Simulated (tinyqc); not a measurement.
Inside a calculation (part 2 of 3). Method: UHF in the 6-31g basis, for H3-, spin multiplicity 1. The basis has no diffuse functions, so it cannot describe the extra electron: this is an exercise in the method, not the real anion. Computed by tinyqc, a small Python program that keeps every step (integrals from PySCF). Command: `OMP_NUM_THREADS=1 python tinyqc.py 20807 20808 out.jsonl` (the two numbers bound the seeds that draw the settings). One thread of a shared host (Intel(R) Xeon(R) Processor @ 2.60GHz), about 0.2 s of CPU time with the checks.

Geometry (angstrom):
```
atom         x         y          z
H     0.000000  0.000000   0.000000
H     0.000000  0.000000   1.563000
H     0.000000  0.000000  -1.563000
```

## Iteration 2: diagonalisation and new density

F(alpha) (hartree), order 1H 1s, 1H 2s, 2H 1s, 2H 2s, 3H 1s, 3H 2s:
```
[[0.507873, -0.159989, -0.163927, -0.200705, -0.101293, -0.123333],
 [-0.159989, 0.003907, -0.157260, -0.109070, -0.165011, -0.087363],
 [-0.163927, -0.157260, 0.670913, -0.035123, 0.014507, -0.016856],
 [-0.200705, -0.109070, -0.035123, 0.120872, 0.000715, -0.042124],
 [-0.101293, -0.165011, 0.014507, 0.000715, 0.284253, -0.299856],
 [-0.123333, -0.087363, -0.016856, -0.042124, -0.299856, -0.065400]]
```

F(beta) (hartree), order 1H 1s, 1H 2s, 2H 1s, 2H 2s, 3H 1s, 3H 2s:
```
[[0.507873, -0.159989, -0.101293, -0.123333, -0.163927, -0.200705],
 [-0.159989, 0.003907, -0.165011, -0.087363, -0.157260, -0.109070],
 [-0.101293, -0.165011, 0.284253, -0.299856, 0.014507, 0.000715],
 [-0.123333, -0.087363, -0.299856, -0.065400, -0.016856, -0.042124],
 [-0.163927, -0.157260, 0.014507, -0.016856, 0.670913, -0.035123],
 [-0.200705, -0.109070, 0.000715, -0.042124, -0.035123, 0.120872]]
```

X, order 1H 1s, 1H 2s, 2H 1s, 2H 2s, 3H 1s, 3H 2s:
```
[[1.270760, -0.551609, 0.022144, 0.054971, 0.022144, 0.054971],
 [-0.551609, 1.645169, 0.043704, -0.445472, 0.043704, -0.445472],
 [0.022144, 0.043704, 1.254949, -0.502218, -0.001697, -0.008537],
 [0.054971, -0.445472, -0.502218, 1.430801, -0.008537, 0.128716],
 [0.022144, 0.043704, -0.001697, -0.008537, 1.254949, -0.502218],
 [0.054971, -0.445472, -0.008537, 0.128716, -0.502218, 1.430801]]
```

Diagonalise F' = X^T F X, C = X C', fill 2 alpha and 2 beta electrons from the bottom; D(s) = C_occ C_occ^T. Each column has its largest component positive (the first on a tie).

F' = X^T F X (alpha) (hartree):
```
[[1.004738, -0.626659, -0.033940, -0.095555, 0.009134, -0.035066],
 [-0.626659, 0.560443, -0.092934, -0.195055, -0.066684, -0.134808],
 [-0.033940, -0.092934, 1.114288, -0.530784, 0.006884, 0.024116],
 [-0.095555, -0.195055, -0.530784, 0.516923, 0.030464, 0.021354],
 [0.009134, -0.066684, 0.006884, 0.030464, 0.791678, -0.678427],
 [-0.035066, -0.134808, 0.024116, 0.021354, -0.678427, 0.398299]]
```

orbital energies (alpha) (hartree): [-0.189908, -0.026894, 0.423221, 1.300996, 1.425903, 1.453053]

coefficients C (alpha), order 1H 1s, 1H 2s, 2H 1s, 2H 2s, 3H 1s, 3H 2s:
```
[[0.157442, -0.169459, 0.189047, -0.071849, -0.203826, -1.337975],
 [0.240535, -0.487921, 0.923844, 0.436245, 0.457079, 1.364889],
 [0.052627, -0.146913, -0.135702, 0.143100, 1.313156, -0.204875],
 [0.129626, -0.410507, -0.917435, -0.235187, -1.187216, -0.160378],
 [0.291871, 0.192753, -0.070813, 1.296004, -0.141505, -0.050883],
 [0.541319, 0.539446, -0.427098, -1.291372, 0.010271, -0.288675]]
```

F' = X^T F X (beta) (hartree):
```
[[1.004738, -0.626659, 0.009134, -0.035066, -0.033940, -0.095555],
 [-0.626659, 0.560443, -0.066684, -0.134808, -0.092934, -0.195055],
 [0.009134, -0.066684, 0.791678, -0.678427, 0.006884, 0.030464],
 [-0.035066, -0.134808, -0.678427, 0.398299, 0.024116, 0.021354],
 [-0.033940, -0.092934, 0.006884, 0.024116, 1.114288, -0.530784],
 [-0.095555, -0.195055, 0.030464, 0.021354, -0.530784, 0.516923]]
```

orbital energies (beta) (hartree): [-0.189908, -0.026894, 0.423221, 1.300996, 1.425903, 1.453053]

coefficients C (beta), order 1H 1s, 1H 2s, 2H 1s, 2H 2s, 3H 1s, 3H 2s:
```
[[0.157442, -0.169459, 0.189047, -0.071849, -0.203826, -1.337975],
 [0.240535, -0.487921, 0.923844, 0.436245, 0.457079, 1.364889],
 [0.291871, 0.192753, -0.070813, 1.296004, -0.141505, -0.050883],
 [0.541319, 0.539446, -0.427098, -1.291372, 0.010271, -0.288675],
 [0.052627, -0.146913, -0.135702, 0.143100, 1.313156, -0.204875],
 [0.129626, -0.410507, -0.917435, -0.235187, -1.187216, -0.160378]]
```

D(alpha) after iteration 2, order 1H 1s, 1H 2s, 2H 1s, 2H 2s, 3H 1s, 3H 2s:
```
[[0.053504, 0.120553, 0.033181, 0.089973, 0.013289, -0.006187],
 [0.120553, 0.295924, 0.084341, 0.231474, -0.023843, -0.133001],
 [0.033181, 0.084341, 0.024353, 0.067131, -0.012958, -0.050764],
 [0.089973, 0.231474, 0.067131, 0.185319, -0.041292, -0.151277],
 [0.013289, -0.023843, -0.012958, -0.041292, 0.122343, 0.261976],
 [-0.006187, -0.133001, -0.050764, -0.151277, 0.261976, 0.584029]]
```

D(beta) after iteration 2, order 1H 1s, 1H 2s, 2H 1s, 2H 2s, 3H 1s, 3H 2s:
```
[[0.053504, 0.120553, 0.013289, -0.006187, 0.033181, 0.089973],
 [0.120553, 0.295924, -0.023843, -0.133001, 0.084341, 0.231474],
 [0.013289, -0.023843, 0.122343, 0.261976, -0.012958, -0.041292],
 [-0.006187, -0.133001, 0.261976, 0.584029, -0.050764, -0.151277],
 [0.033181, 0.084341, -0.012958, -0.050764, 0.024353, 0.067131],
 [0.089973, 0.231474, -0.041292, -0.151277, 0.067131, 0.185319]]
```

## Iteration 3: building the Fock matrix

core Hamiltonian H = T + V (hartree), order 1H 1s, 1H 2s, 2H 1s, 2H 2s, 3H 1s, 3H 2s:
```
[[-0.934682, -0.928253, -0.112080, -0.341866, -0.112080, -0.341866],
 [-0.928253, -1.064096, -0.321202, -0.560383, -0.321202, -0.560383],
 [-0.112080, -0.321202, -0.765400, -0.816852, -0.000076, -0.016057],
 [-0.341866, -0.560383, -0.816852, -0.900797, -0.016057, -0.091024],
 [-0.112080, -0.321202, -0.000076, -0.016057, -0.765400, -0.816852],
 [-0.341866, -0.560383, -0.016057, -0.091024, -0.816852, -0.900797]]
```

nuclear repulsion = 0.84641269 hartree

Given earlier and not repeated: Two-electron integrals (ij|kl) in chemists' order.

J_ij = sum D_kl (ij|kl) with D = D(alpha) + D(beta), K_ij = sum D_kl (ik|jl) for each spin; F = H + J - K(s); E = tr D H + tr D J / 2 - 0.5 sum_s tr D(s) K(s) + E_nn.

Coulomb J (hartree), order 1H 1s, 1H 2s, 2H 1s, 2H 2s, 3H 1s, 3H 2s:
```
[[1.795617, 1.116033, 0.074053, 0.352549, 0.074053, 0.352549],
 [1.116033, 1.476545, 0.336924, 0.713803, 0.336924, 0.713803],
 [0.074053, 0.336924, 1.666960, 1.019643, 0.000016, 0.011235],
 [0.352549, 0.713803, 1.019643, 1.313919, 0.011235, 0.088543],
 [0.074053, 0.336924, 0.000016, 0.011235, 1.666960, 1.019643],
 [0.352549, 0.713803, 0.011235, 0.088543, 1.019643, 1.313919]]
```

exchange K(alpha) (hartree), order 1H 1s, 1H 2s, 2H 1s, 2H 2s, 3H 1s, 3H 2s:
```
[[0.367972, 0.350322, 0.126788, 0.213556, 0.064883, 0.135922],
 [0.350322, 0.415702, 0.180486, 0.272427, 0.181812, 0.244749],
 [0.126788, 0.180486, 0.254736, 0.258560, -0.013088, 0.013129],
 [0.213556, 0.272427, 0.258560, 0.314914, -0.003947, 0.040860],
 [0.064883, 0.181812, -0.013088, -0.003947, 0.603560, 0.498015],
 [0.135922, 0.244749, 0.013129, 0.040860, 0.498015, 0.482063]]
```

exchange K(beta) (hartree), order 1H 1s, 1H 2s, 2H 1s, 2H 2s, 3H 1s, 3H 2s:
```
[[0.367972, 0.350322, 0.064883, 0.135922, 0.126788, 0.213556],
 [0.350322, 0.415702, 0.181812, 0.244749, 0.180486, 0.272427],
 [0.064883, 0.181812, 0.603560, 0.498015, -0.013088, -0.003947],
 [0.135922, 0.244749, 0.498015, 0.482063, 0.013129, 0.040860],
 [0.126788, 0.180486, -0.013088, 0.013129, 0.254736, 0.258560],
 [0.213556, 0.272427, -0.003947, 0.040860, 0.258560, 0.314914]]
```

F(alpha) (hartree), order 1H 1s, 1H 2s, 2H 1s, 2H 2s, 3H 1s, 3H 2s:
```
[[0.492963, -0.162542, -0.164815, -0.202873, -0.102909, -0.125239],
 [-0.162542, -0.003253, -0.164764, -0.119007, -0.166090, -0.091329],
 [-0.164815, -0.164764, 0.646824, -0.055769, 0.013028, -0.017951],
 [-0.202873, -0.119007, -0.055769, 0.098208, -0.000875, -0.043342],
 [-0.102909, -0.166090, 0.013028, -0.000875, 0.298000, -0.295224],
 [-0.125239, -0.091329, -0.017951, -0.043342, -0.295224, -0.068941]]
```

F(beta) (hartree), order 1H 1s, 1H 2s, 2H 1s, 2H 2s, 3H 1s, 3H 2s:
```
[[0.492963, -0.162542, -0.102909, -0.125239, -0.164815, -0.202873],
 [-0.162542, -0.003253, -0.166090, -0.091329, -0.164764, -0.119007],
 [-0.102909, -0.166090, 0.298000, -0.295224, 0.013028, -0.000875],
 [-0.125239, -0.091329, -0.295224, -0.068941, -0.017951, -0.043342],
 [-0.164815, -0.164764, 0.013028, -0.017951, 0.646824, -0.055769],
 [-0.202873, -0.119007, -0.000875, -0.043342, -0.055769, 0.098208]]
```

total energy of this density = -1.50213172 hartree

## Iteration 3: diagonalisation and new density

As before.

F' = X^T F X (alpha) (hartree):
```
[[0.982267, -0.617454, -0.033233, -0.095779, 0.007648, -0.035912],
 [-0.617454, 0.553441, -0.094348, -0.199306, -0.067235, -0.136864],
 [-0.033233, -0.094348, 1.096264, -0.540113, 0.005799, 0.023692],
 [-0.095779, -0.199306, -0.540113, 0.501869, 0.029422, 0.022846],
 [0.007648, -0.067235, 0.005799, 0.029422, 0.806614, -0.675761],
 [-0.035912, -0.136864, 0.023692, 0.022846, -0.675761, 0.391373]]
```

orbital energies (alpha) (hartree): [-0.193470, -0.037366, 0.412805, 1.305443, 1.416303, 1.428111]

coefficients C (alpha), order 1H 1s, 1H 2s, 2H 1s, 2H 2s, 3H 1s, 3H 2s:
```
[[0.166084, -0.157190, 0.200970, -0.080108, -0.444584, 1.276469],
 [0.259322, -0.452122, 0.928114, 0.445416, 0.701354, -1.260243],
 [0.062181, -0.149750, -0.138794, 0.154502, 1.250416, 0.443432],
 [0.154185, -0.424236, -0.898250, -0.248767, -1.200640, -0.059136],
 [0.274507, 0.198430, -0.073197, 1.297012, -0.162776, 0.027851],
 [0.521441, 0.562895, -0.438709, -1.286324, -0.032899, 0.283889]]
```

F' = X^T F X (beta) (hartree):
```
[[0.982267, -0.617454, 0.007648, -0.035912, -0.033233, -0.095779],
 [-0.617454, 0.553441, -0.067235, -0.136864, -0.094348, -0.199306],
 [0.007648, -0.067235, 0.806614, -0.675761, 0.005799, 0.029422],
 [-0.035912, -0.136864, -0.675761, 0.391373, 0.023692, 0.022846],
 [-0.033233, -0.094348, 0.005799, 0.023692, 1.096264, -0.540113],
 [-0.095779, -0.199306, 0.029422, 0.022846, -0.540113, 0.501869]]
```

orbital energies (beta) (hartree): [-0.193470, -0.037366, 0.412805, 1.305443, 1.416303, 1.428111]

coefficients C (beta), order 1H 1s, 1H 2s, 2H 1s, 2H 2s, 3H 1s, 3H 2s:
```
[[0.166084, -0.157190, 0.200970, -0.080108, -0.444584, 1.276469],
 [0.259322, -0.452122, 0.928114, 0.445416, 0.701354, -1.260243],
 [0.274507, 0.198430, -0.073197, 1.297012, -0.162776, 0.027851],
 [0.521441, 0.562895, -0.438709, -1.286324, -0.032899, 0.283889],
 [0.062181, -0.149750, -0.138794, 0.154502, 1.250416, 0.443432],
 [0.154185, -0.424236, -0.898250, -0.248767, -1.200640, -0.059136]]
```

D(alpha) after iteration 3, order 1H 1s, 1H 2s, 2H 1s, 2H 2s, 3H 1s, 3H 2s:
```
[[0.052292, 0.114138, 0.033866, 0.092293, 0.014400, -0.001878],
 [0.114138, 0.271662, 0.083830, 0.231790, -0.018529, -0.119276],
 [0.033866, 0.083830, 0.026291, 0.073117, -0.012646, -0.051870],
 [0.092293, 0.231790, 0.073117, 0.203749, -0.041856, -0.158402],
 [0.014400, -0.018529, -0.012646, -0.041856, 0.114728, 0.254834],
 [-0.001878, -0.119276, -0.051870, -0.158402, 0.254834, 0.588752]]
```

D(beta) after iteration 3, order 1H 1s, 1H 2s, 2H 1s, 2H 2s, 3H 1s, 3H 2s:
```
[[0.052292, 0.114138, 0.014400, -0.001878, 0.033866, 0.092293],
 [0.114138, 0.271662, -0.018529, -0.119276, 0.083830, 0.231790],
 [0.014400, -0.018529, 0.114728, 0.254834, -0.012646, -0.041856],
 [-0.001878, -0.119276, 0.254834, 0.588752, -0.051870, -0.158402],
 [0.033866, 0.083830, -0.012646, -0.051870, 0.026291, 0.073117],
 [0.092293, 0.231790, -0.041856, -0.158402, 0.073117, 0.203749]]
```

## Iteration 4: building the Fock matrix

As before.

Coulomb J (hartree), order 1H 1s, 1H 2s, 2H 1s, 2H 2s, 3H 1s, 3H 2s:
```
[[1.778997, 1.107079, 0.073724, 0.349960, 0.073724, 0.349960],
 [1.107079, 1.468453, 0.336492, 0.711228, 0.336492, 0.711228],
 [0.073724, 0.336492, 1.666808, 1.019619, 0.000016, 0.011200],
 [0.349960, 0.711228, 1.019619, 1.313347, 0.011200, 0.088057],
 [0.073724, 0.336492, 0.000016, 0.011200, 1.666808, 1.019619],
 [0.349960, 0.711228, 0.011200, 0.088057, 1.019619, 1.313347]]
```

exchange K(alpha) (hartree), order 1H 1s, 1H 2s, 2H 1s, 2H 2s, 3H 1s, 3H 2s:
```
[[0.356917, 0.342009, 0.127069, 0.211113, 0.066735, 0.135632],
 [0.342009, 0.409383, 0.183514, 0.272833, 0.182303, 0.244344],
 [0.127069, 0.183514, 0.268925, 0.270437, -0.013361, 0.012573],
 [0.211113, 0.272833, 0.270437, 0.325343, -0.003838, 0.040051],
 [0.066735, 0.182303, -0.013361, -0.003838, 0.592510, 0.493027],
 [0.135632, 0.244344, 0.012573, 0.040051, 0.493027, 0.480836]]
```

exchange K(beta) (hartree), order 1H 1s, 1H 2s, 2H 1s, 2H 2s, 3H 1s, 3H 2s:
```
[[0.356917, 0.342009, 0.066735, 0.135632, 0.127069, 0.211113],
 [0.342009, 0.409383, 0.182303, 0.244344, 0.183514, 0.272833],
 [0.066735, 0.182303, 0.592510, 0.493027, -0.013361, -0.003838],
 [0.135632, 0.244344, 0.493027, 0.480836, 0.012573, 0.040051],
 [0.127069, 0.183514, -0.013361, 0.012573, 0.268925, 0.270437],
 [0.211113, 0.272833, -0.003838, 0.040051, 0.270437, 0.325343]]
```

F(alpha) (hartree), order 1H 1s, 1H 2s, 2H 1s, 2H 2s, 3H 1s, 3H 2s:
```
[[0.487398, -0.163183, -0.165424, -0.203019, -0.105091, -0.127538],
 [-0.163183, -0.005026, -0.168224, -0.121988, -0.167013, -0.093499],
 [-0.165424, -0.168224, 0.632484, -0.067670, 0.013301, -0.017429],
 [-0.203019, -0.121988, -0.067670, 0.087207, -0.001018, -0.043018],
 [-0.105091, -0.167013, 0.013301, -0.001018, 0.308899, -0.290260],
 [-0.127538, -0.093499, -0.017429, -0.043018, -0.290260, -0.068286]]
```

F(beta) (hartree), order 1H 1s, 1H 2s, 2H 1s, 2H 2s, 3H 1s, 3H 2s:
```
[[0.487398, -0.163183, -0.105091, -0.127538, -0.165424, -0.203019],
 [-0.163183, -0.005026, -0.167013, -0.093499, -0.168224, -0.121988],
 [-0.105091, -0.167013, 0.308899, -0.290260, 0.013301, -0.001018],
 [-0.127538, -0.093499, -0.290260, -0.068286, -0.017429, -0.043018],
 [-0.165424, -0.168224, 0.013301, -0.017429, 0.632484, -0.067670],
 [-0.203019, -0.121988, -0.001018, -0.043018, -0.067670, 0.087207]]
```

total energy of this density = -1.50350283 hartree

## Iteration 4: DIIS over 2 matrices

error matrix X^T (FDS - SDF) X (alpha):
```
[[0.000000, -0.001033, 0.002865, 0.002012, -0.001096, -0.001184],
 [0.001033, 0.000000, 0.004763, 0.003973, -0.001634, -0.001065],
 [-0.002865, -0.004763, 0.000000, -0.002638, 0.002551, 0.001984],
 [-0.002012, -0.003973, 0.002638, 0.000000, 0.003526, 0.002578],
 [0.001096, 0.001634, -0.002551, -0.003526, 0.000000, 0.006243],
 [0.001184, 0.001065, -0.001984, -0.002578, -0.006243, 0.000000]]
```

B (overlaps of the stored error matrices):
```
[[1.1122817e-03, 7.3903612e-04],
 [7.3903612e-04, 5.3468125e-04]]
```

Minimise |sum c_i e_i|^2 with sum c_i = 1: solve [B -1; -1 0][c; lambda] = [0; -1] with B_ij = tr e_i^T e_j summed over both spins, and take F = sum c_i F_i.

DIIS coefficients: [-1.209983, 2.209983]

extrapolated F(alpha) (hartree), order 1H 1s, 1H 2s, 2H 1s, 2H 2s, 3H 1s, 3H 2s:
```
[[0.480665, -0.163958, -0.166162, -0.203196, -0.107730, -0.130320],
 [-0.163958, -0.007171, -0.172411, -0.125594, -0.168130, -0.096125],
 [-0.166162, -0.172411, 0.615133, -0.082071, 0.013631, -0.016798],
 [-0.203196, -0.125594, -0.082071, 0.073895, -0.001192, -0.042626],
 [-0.107730, -0.168130, 0.013631, -0.001192, 0.322085, -0.284255],
 [-0.130320, -0.096125, -0.016798, -0.042626, -0.284255, -0.067492]]
```

extrapolated F(beta) (hartree), order 1H 1s, 1H 2s, 2H 1s, 2H 2s, 3H 1s, 3H 2s:
```
[[0.480665, -0.163958, -0.107730, -0.130320, -0.166162, -0.203196],
 [-0.163958, -0.007171, -0.168130, -0.096125, -0.172411, -0.125594],
 [-0.107730, -0.168130, 0.322085, -0.284255, 0.013631, -0.001192],
 [-0.130320, -0.096125, -0.284255, -0.067492, -0.016798, -0.042626],
 [-0.166162, -0.172411, 0.013631, -0.016798, 0.615133, -0.082071],
 [-0.203196, -0.125594, -0.001192, -0.042626, -0.082071, 0.073895]]
```

## Iteration 4: diagonalisation and new density

As before.

F' = X^T F X (alpha) (hartree):
```
[[0.962921, -0.609032, -0.033681, -0.095121, 0.004141, -0.039327],
 [-0.609032, 0.550896, -0.096035, -0.200038, -0.069821, -0.141910],
 [-0.033681, -0.096035, 1.072727, -0.553911, 0.006069, 0.024735],
 [-0.095121, -0.200038, -0.553911, 0.486753, 0.029573, 0.025477],
 [0.004141, -0.069821, 0.006069, 0.029573, 0.830916, -0.670083],
 [-0.039327, -0.141910, 0.024735, 0.025477, -0.670083, 0.389202]]
```

orbital energies (alpha) (hartree): [-0.194461, -0.043600, 0.402562, 1.314830, 1.403564, 1.410520]

coefficients C (alpha), order 1H 1s, 1H 2s, 2H 1s, 2H 2s, 3H 1s, 3H 2s:
```
[[0.178853, -0.138151, 0.213789, -0.094562, -1.149633, 0.706222],
 [0.287025, -0.392439, 0.938461, 0.462158, 1.339570, -0.535187],
 [0.076259, -0.157325, -0.140727, 0.178486, 0.682224, 1.132228],
 [0.182879, -0.445349, -0.870279, -0.274365, -0.893566, -0.809086],
 [0.250903, 0.204927, -0.078789, 1.296529, -0.168544, -0.095116],
 [0.488609, 0.587787, -0.465712, -1.279583, -0.185275, 0.211521]]
```

F' = X^T F X (beta) (hartree):
```
[[0.962921, -0.609032, 0.004141, -0.039327, -0.033681, -0.095121],
 [-0.609032, 0.550896, -0.069821, -0.141910, -0.096035, -0.200038],
 [0.004141, -0.069821, 0.830916, -0.670083, 0.006069, 0.029573],
 [-0.039327, -0.141910, -0.670083, 0.389202, 0.024735, 0.025477],
 [-0.033681, -0.096035, 0.006069, 0.024735, 1.072727, -0.553911],
 [-0.095121, -0.200038, 0.029573, 0.025477, -0.553911, 0.486753]]
```

orbital energies (beta) (hartree): [-0.194461, -0.043600, 0.402562, 1.314830, 1.403564, 1.410520]

coefficients C (beta), order 1H 1s, 1H 2s, 2H 1s, 2H 2s, 3H 1s, 3H 2s:
```
[[0.178853, -0.138151, 0.213789, -0.094562, -1.149633, 0.706222],
 [0.287025, -0.392439, 0.938461, 0.462158, 1.339570, -0.535187],
 [0.250903, 0.204927, -0.078789, 1.296529, -0.168544, -0.095116],
 [0.488609, 0.587787, -0.465712, -1.279583, -0.185275, 0.211521],
 [0.076259, -0.157325, -0.140727, 0.178486, 0.682224, 1.132228],
 [0.182879, -0.445349, -0.870279, -0.274365, -0.893566, -0.809086]]
```

D(alpha) after iteration 4, order 1H 1s, 1H 2s, 2H 1s, 2H 2s, 3H 1s, 3H 2s:
```
[[0.051074, 0.105551, 0.035374, 0.094234, 0.016564, 0.006186],
 [0.105551, 0.236392, 0.083629, 0.227263, -0.008406, -0.090427],
 [0.035374, 0.083629, 0.030567, 0.084011, -0.013107, -0.055213],
 [0.094234, 0.227263, 0.084011, 0.231781, -0.045379, -0.172414],
 [0.016564, -0.008406, -0.013107, -0.045379, 0.104948, 0.243047],
 [0.006186, -0.090427, -0.055213, -0.172414, 0.243047, 0.584233]]
```

D(beta) after iteration 4, order 1H 1s, 1H 2s, 2H 1s, 2H 2s, 3H 1s, 3H 2s:
```
[[0.051074, 0.105551, 0.016564, 0.006186, 0.035374, 0.094234],
 [0.105551, 0.236392, -0.008406, -0.090427, 0.083629, 0.227263],
 [0.016564, -0.008406, 0.104948, 0.243047, -0.013107, -0.045379],
 [0.006186, -0.090427, 0.243047, 0.584233, -0.055213, -0.172414],
 [0.035374, 0.083629, -0.013107, -0.055213, 0.030567, 0.084011],
 [0.094234, 0.227263, -0.045379, -0.172414, 0.084011, 0.231781]]
```
